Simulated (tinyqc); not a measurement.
Inside a calculation: heavy doping: gap narrowing, degeneracy and the minority density. Values are carried at full precision from step to step, so a last printed digit may differ when a step is redone from the rounded ones.

Empirical narrowing (Slotboom form, constants chosen for the exercise; published fits of this form give the apparent narrowing, here it is taken as the true one): dEg = E0 [ln(N/N0) + sqrt(ln(N/N0)^2 + C)].

Constants: kB = 8.617333262e-05 eV/K; e^2/(4 pi eps0) = 14.39964547 eV angstrom.

Inputs chosen for the exercise (gap and densities of states near those of Si at this temperature; narrowing constants near the fits for Si; shifted at random, so the results belong to these values and not to a real crystal):
- N = 1.8e+18 1/cm^3 (ionised acceptors, equal to the majority density)
- E0 = 6.3 meV (narrowing scale)
- N0 = 1.6e+17 1/cm^3 (onset density)
- C = 0.5 (smoothing constant)
- Nv = 1.78e+19 1/cm^3 (valence-band density of states)
- Eg = 1.117 eV (gap)
- Nc = 4.51e+19 1/cm^3 (conduction-band density of states)
- T = 400 K
- eps = 11.6 (dielectric constant)
- Mv = 1 (majority valleys)

## Gap narrowing

Evaluate at N.

ln(N/N0) = 2.4204
dEg (empirical fit) = 31.13 meV

Well above N0 each decade of doping adds 2 E0 ln 10 = 29.0 meV.

## Degeneracy of the majority band

F_j(eta) = (1/Gamma(j + 1)) integral_0^infinity x^j dx/(1 + exp(x - eta)), which tends to exp(eta) for eta << 0.

Majority: N = Nv F_1/2(eta), eta the distance of EF beyond the majority band edge in kT. Degeneracy factor gam = F_1/2(eta)/exp(eta). ni0^2 = Nc Nv exp(-Eg/kT); product n p = ni0^2 gam exp(dEg/kT), dEg the true narrowing; apparent narrowing dEa = dEg + kT ln gam; minority density = n p/N.

Solve for eta and form gam.

N/Nv = 0.1011
eta = -2.2557
gam = 0.9649

## Product and minority density

Combine both effects.

ni0 = 2.60e+12 1/cm^3
exp(dEg/kT) = 2.47
dEa = 29.9 meV
sqrt(n p) = 4.02e+12 1/cm^3
minority density = 8.96e+06 1/cm^3

Narrowing multiplies the product by 2.47 and degeneracy by 0.965; together they change the minority density by a factor 2.38 against ni0^2/N.

## Two estimates of the size

Two physical estimates, e2 = e^2/(4 pi eps0), N in 1/angstrom^3: exchange shift at the Fermi level, Ex = (e2/eps) kF/pi with kF = (3 pi^2 N/Mv)^(1/3); screened-pair energy (Lanyon-Tuft), Es = (3/4)(e2/eps) qs with qs^2 = (4 pi e2 N/(eps kT)) F_-1/2(eta)/F_1/2(eta).

Evaluate both at N.

kF = 0.03763 1/angstrom
Ex = 14.87 meV
Es = 26.11 meV

Against the fitted dEg = 31.1 meV, Ex is 0.48 and Es 0.84 times as large; each keeps one mechanism only, and Ex assumes a strongly degenerate gas, while here eta is only -2.26.

## Checks

- Minority density against the Boltzmann occupation of the other band at the narrowed gap (1/cm^3): both 8.964e+06.

(tinyqc, `OMP_NUM_THREADS=1 python tinyqc.py 1682437 1682438 out.jsonl`, Intel(R) Xeon(R) Processor @ 2.30GHz, 1 thread, shared host, about 0.01 s.)
